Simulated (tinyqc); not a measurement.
Stacked nanosheet transistor, parasitic resistance, capacitance and delay: course of the iteration: sheet currents at Vgs = Vdd, Vds = Vdd/2.

Ns sheets share one contact on top; each has perimeter p = 2 (Ws + ts) and cross-section A = Ws ts; contact width Wc = Ws + 10 nm, stack height Hs = Ns pv. Sheet 1 is the top one. Contact length Lc = CPP - Lg - 2 Lsp, shared by two neighbouring gates. Source and drain sides are equal. The formulas are first-order estimates, not field solutions.

One sheet: I = p Q vx u/(1 + |u|^1.8)^(1/1.8), Q = Cinv n Vt ln(1 + exp((Vg' - VT + dl Vd')/(n Vt))), u = Vd' mu/(vx Lg), Vg' = Vgs - v, Vd' = Vds - 2 v, with the drop on each side v_j = Rc sum I + rv (sum over levels k = 2..j of the current of sheets k..Ns) + Rx I_j. I(new) = I + 0.5 (I(out) - I).

Stop when the largest change of I is below 1e-6 uA, or after 80 iterations.

Parameters, values chosen for the exercise; values close to those of silicon logic devices: temperature T = 300 K; sheet width Ws = 30 nm; sheet thickness ts = 5 nm; vertical resistance between sheet levels rv = 102 ohm; gate length Lg = 20 nm; inversion capacitance Cinv = 2.9 uF/cm^2; injection velocity vx = 1.5e7 cm/s; apparent mobility mu = 130 cm^2/(V s); threshold at zero drain voltage VT = 0.25 V; barrier lowering dl = 0.066 V/V; subthreshold factor n = 1.18; supply voltage Vdd = 0.65 V.

Constants: q = 1.602176634e-19 C, kB = 1.380649e-23 J/K, Vt = kB T/q. Results are converted to the units shown.

I at the start (uA): sheet 1 0, sheet 2 0, sheet 3 0
Rc = 1011.47 ohm
Rx = 277.333 ohm

Course of the iteration:
```
iteration  total I (uA)  largest |change| of one entry (uA)
1               151.446                                50.5
2               64.4182                                30.8
3               122.170                                19.5
4               82.1874                                14.3
5               111.107                                9.98
6               90.3899                                7.31
7               105.507                                5.27
8               94.5617                                3.85
9               102.555                                2.79
...                 ...                                 ...
48              99.2023                             1.24e-5
49              99.2023                             9.02e-6
50              99.2023                             6.57e-6
51              99.2023                             4.79e-6
52              99.2023                             3.49e-6
53              99.2023                             2.55e-6
54              99.2023                             1.86e-6
55              99.2023                             1.35e-6
56              99.2023                             9.86e-7
```

Did this iteration meet its convergence test, and what does its course show?

Yes. Converged in 56 iterations. At the end each change is about 0.73 times the one before: linear convergence. The bottom sheet carries 84.5 % of the current of the top one.

Computed by the program tinyqc: `OMP_NUM_THREADS=1 python tinyqc.py 2170015 2170016 out.jsonl`, one thread of a shared Intel Xeon 2.30GHz, about 0.06 s for the whole run.
